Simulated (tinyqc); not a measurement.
Threshold-voltage variability of a planar MOSFET, analytic estimates: two steps of the calculation.

Three independent sources add in quadrature: random dopants in the depleted layer, metal-gate grains of two orientations, and roughness of the two gate edges acting through the roll-off VT = VT(long) - Vr exp(-L/l). These are first-order estimates: no three-dimensional electrostatics, no percolation.

Inputs (values chosen for the exercise); material values close to those of silicon: gate length L = 32 nm; gate width W = 130 nm; metal grain size G = 15 nm; work-function difference of the two grain orientations dW = 0.3 eV; share of the orientation of higher work function p = 0.6; rms roughness of one gate edge De = 1.5 nm; correlation length of the roughness La = 20 nm; decay length of the threshold roll-off l = 6.2 nm; prefactor of the roll-off Vr = 1.5 V; number of cells Nb = 1048576; wanted yield Y = 0.99.

Problem 1. Metal grains and edge roughness. Grains: Ng = L W/G^2 (at least 1), s2 = dW sqrt(p (1 - p)/Ng). Edges, with exponential correlation and u = W/La: the mean gate length has sL^2 = 2 De^2 (2/u)[1 - (1 - exp(-u))/u]; s3 = sL (Vr/l) exp(-L/l).

Wanted: Ng; s2; sL; dVT/dL; s3.

Solution 1.

Ng = 18.489
s2 = 34.180 mV
sL = 1.0826 nm
dVT/dL = 1.3873 mV/nm
s3 = 1.5019 mV

Problem 2. Margin in standard deviations for the wanted yield. Cells fail independently with probability Q(k) = erfc(k/sqrt(2))/2 when the margin is k standard deviations, and Y = exp(-Nb Q(k)). phi = exp(-k^2/2)/sqrt(2 pi). Newton steps on ln Q(k) = ln(-ln(Y)/Nb): k(new) = k + [ln Q - ln(-ln(Y)/Nb)] Q/phi.

k at the start = 2

Wanted: Q(k); phi; k after iteration 1.

Solution 2.

Q(k) = 0.022750
phi = 0.053991
k after iteration 1 = 8.1857

Numbers from tinyqc (`OMP_NUM_THREADS=1 python tinyqc.py 2090161 2090162 out.jsonl`; about 0.01 s on one thread of a shared Intel Xeon 2.30GHz).
